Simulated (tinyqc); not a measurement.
## Hexagonal on-chip spiral inductor, lumped pi model: effect of the substrate resistivity

Outer diameter do = di + 2 n wd + 2 (n - 1) sp, mean da = (do + di)/2, fill p = (do - di)/(do + di), length l = 3.464 n da. L = 2.33 mu0 n^2 da/(1 + 3.82 p), mu0 = 4 pi 1e-7 H/m. Rs = rho l/(wd delta (1 - exp(-th/delta))), delta = sqrt(rho/(pi f mu0)). Cs = n wd^2 eps0 eo/hu across the coil. At each end Cox = l wd eps0 eo/(2 ho) leads to the substrate branch Rsi = 2 rs he/(l wd) in parallel with Csi = l wd eps0 11.7/(2 he). With one end grounded Y = 1/(Rs + i w L) + i w Cs + 1/[1/(i w Cox) + 1/(1/Rsi + i w Csi)], w = 2 pi f; Q = -Im Y/Re Y. Eddy currents in neighbouring turns and in the substrate are left out.

Peak Q and its frequency from a search over f; self-resonance where Im Y = 0; Q at the given f (negative beyond resonance).

Inputs (values chosen for the exercise); values of the order met in silicon radio-frequency processes:
- n = 5.5 (number of turns)
- wd = 15 um (line width)
- sp = 3 um (space between turns)
- di = 100 um (inner diameter)
- th = 2 um (metal thickness)
- rho = 2.2 uohm cm (metal resistivity)
- ho = 3.6 um (oxide below the coil)
- hu = 1.4 um (oxide between coil and underpass)
- eo = 3 (relative permittivity of the oxide)
- he = 80 um (effective spreading depth in the substrate)
- f = 8.4 GHz (frequency)

Constants: eps0 = 8.8541878128e-12 F/m. Results are converted to the units shown.

The same in every row: L (nH) = 6.047; do (um) = 292.0.

Effect of the substrate resistivity:
```
rs (ohm cm)  peak Q  f of the peak (GHz)  self-resonance (GHz)   Q at f
0.1           12.35                2.109                 4.264   -21.87
1             10.65                1.680                 4.321   -2.580
3             9.296                1.397                 4.820  -0.8399
10            7.964                1.180                 7.835  -0.1562
30            8.224                1.482                 8.671   0.2067
100           12.02                2.526                 8.769   0.7911
1000          19.20                4.021                 8.779    2.710
10000         21.11                4.376                 8.779    3.537
```

What does the comparison show?

As rs goes from 0.1 to 10000, L stays at 6.05 nH, the peak Q goes from 12.3 through a minimum of 7.96 (at rs = 10 among the rows listed) to 21.1, its frequency goes from 2.11 through a minimum of 1.18 (at rs = 10 among the rows listed) to 4.38 GHz and the self-resonance rises from 4.26 to 8.78 GHz. In this model both a very low and a very high resistivity dissipate little: the first shorts the branch to a pure Cox, the second blocks the current. For rs = 0.1, 1 eddy currents in the substrate, left out, would lower Q markedly.

Program tinyqc, `OMP_NUM_THREADS=1 python tinyqc.py 2302177 2302178 out.jsonl`; Intel Xeon 2.30GHz, shared host, one thread, about 0.01 s.
